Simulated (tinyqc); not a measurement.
Domain walls in a thin film with perpendicular anisotropy: Bloch, Neel and chiral walls, motion and stripe domains: one step, computed by the program tinyqc.

One-dimensional wall: polar angle theta(x), azimuth phi of the moment in the wall (phi = 0 Neel, 90 degrees Bloch). mu_0 = 1.25663706212e-6 T m/A, gamma = 1.76085963023e11 rad/(s T).

Problem. Bloch or Neel. sigma(phi) = sigma_0 + 2 Delta K_D cos^2(phi) - pi D cos(phi), with the wall shape anisotropy K_D = N_x mu_0 M_s^2/2, N_x = t ln 2/(pi Delta). The minimum has cos(phi) = D/D_N for D < D_N = 4 Delta K_D/pi and phi = 0 beyond; sigma turns negative at D_c = (sigma_0 + 2 Delta K_D)/pi.

Inputs (values chosen for the exercise, for a model film): saturation magnetisation M_s = 672 kA/m; DMI constant D = 0.17 mJ/m^2; thickness t = 1.6 nm.

width parameter Delta = 11.10920 nm

sigma_0 = 7.921364 mJ/m^2

Give: K_D; D_N; azimuth phi; wall energy sigma; D_c.

Solution.

K_D = 9.016 kJ/m^3

D_N = 0.1275 mJ/m^2

azimuth phi = 0 degrees

wall energy sigma = 7.588 mJ/m^2

D_c = 2.585 mJ/m^2

A pure chiral Neel wall. D is 0.07 of D_c.
